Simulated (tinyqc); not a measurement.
Inside a calculation. Model: one-sided p+-n junction, ionisation integral and breakdown.

Numbers from tinyqc (`OMP_NUM_THREADS=1 python tinyqc.py 2120016 2120017 out.jsonl`; about 0.04 s on one thread of a shared Intel Xeon 2.30GHz). Printed values are rounded.

A p+ layer at x < 0 and an n drift layer from x = 0. Depletion approximation, built-in voltage neglected. Local ionisation coefficients alpha_n = an exp(-(bn/E)^mx), alpha_p = ap exp(-(bp/E)^mx). Electrons move towards +x, holes towards x = 0.

Inputs (values chosen for the exercise); material values close to those of silicon: relative permittivity eps_r = 11.6; prefactor of the electron ionisation coefficient an = 6.73e5 1/cm; field constant for electrons bn = 1.27e6 V/cm; prefactor of the hole ionisation coefficient ap = 1.6e6 1/cm; field constant for holes bp = 2.14e6 V/cm; exponent mx = 1; donor density of the drift layer N = 1.3e16 cm^-3; reverse voltage V = 45.8 V; share of the depleted width that the grid covers fr = 0.6.

Constants: q = 1.602176634e-19 C, eps0 = 8.8541878128e-14 F/cm where lengths are in cm. Results are converted to the units shown.

## Field and ionisation coefficients on a grid

W = sqrt(2 eps0 eps_r V/(q N)), peak field E0 = q N W/(eps0 eps_r), falling linearly to 0 at W. Grid: 13 equal steps from 0 to fr W.

W = 2.125319 um

```
point	x (um)	E (kV/cm)	alpha_n (1/cm)	alpha_p (1/cm)
0	0.000000	430.9940	35341.88	11161.75
1	0.098092	411.1020	30645.56	8777.908
2	0.196183	391.2100	26190.76	6736.568
3	0.294275	371.3179	22009.97	5025.393
4	0.392367	351.4259	18135.96	3626.550
5	0.490458	331.5339	14600.65	2516.611
6	0.588550	311.6418	11433.58	1666.793
7	0.686642	291.7498	8659.876	1043.632
8	0.784733	271.8578	6297.703	610.1781
9	0.882825	251.9657	4355.230	327.7647
10	0.980917	232.0737	2827.367	158.2705
11	1.079008	212.1817	1692.672	66.67416
12	1.177100	192.2896	911.3078	23.48753
13	1.275192	172.3976	425.3061	6.503556
```

## Ionisation integrals by the trapezoid rule

G(x) = integral from 0 to x of (alpha_n - alpha_p); I_n = integral of alpha_n exp(-G) (electrons injected at x = 0), I_p = integral of alpha_p exp(G(end) - G) (holes injected at the far edge); M = 1/(1 - I). All integrals by the trapezoid rule on the grid.

```
point	G	alpha_n exp(-G) (1e4 1/cm)
0	0.000000	3.534188
1	0.225845	2.445030
2	0.428512	1.706271
3	0.607229	1.199233
4	0.761694	0.846723
5	0.892123	0.598312
6	0.999292	0.420915
7	1.084549	0.292751
8	1.149798	0.199449
9	1.197446	0.131512
10	1.230290	0.082618
11	1.251356	0.048430
12	1.263685	0.025755
13	1.270094	0.011943
```

I_n = 0.9583619
I_p = 0.8302364
M_n = 24.01644
M_p = 5.890543

A grid of 1500 steps over the whole width gives I_n = 0.9487 and I_p = 0.8170; the coarse I_n is 1.0 % above and the coarse I_p 1.6 % above those values. Electrons multiply more: on this coarse grid M - 1 is 4.71 times as large for them.

## Breakdown voltage by secant steps

G(x) = integral from 0 to x of (alpha_n - alpha_p); I_n = integral of alpha_n exp(-G) (electrons injected at x = 0), I_p = integral of alpha_p exp(G(end) - G) (holes injected at the far edge); M = 1/(1 - I). Secant steps on ln I_n(V) = 0 with the integrals on a fine grid (1500 steps), from the points V = 35.8 and 45.1 V; stop when the step is below 1e-7 of V.

Course of the iteration:
```
step	V (V)	I_n	change of V (V)
1	45.1	0.9284879	1.86
2	46.95692	0.9817216	0.614
3	47.57137	0.9989854	0.0358
4	47.60715	0.9999853	5.25e-4
5	47.60767	1.000000	4.24e-7
```

Breakdown at 47.608 V, with a peak field of 439.4 kV/cm and W = 2.167 um. The integral for holes reaches 1 at the same voltage.
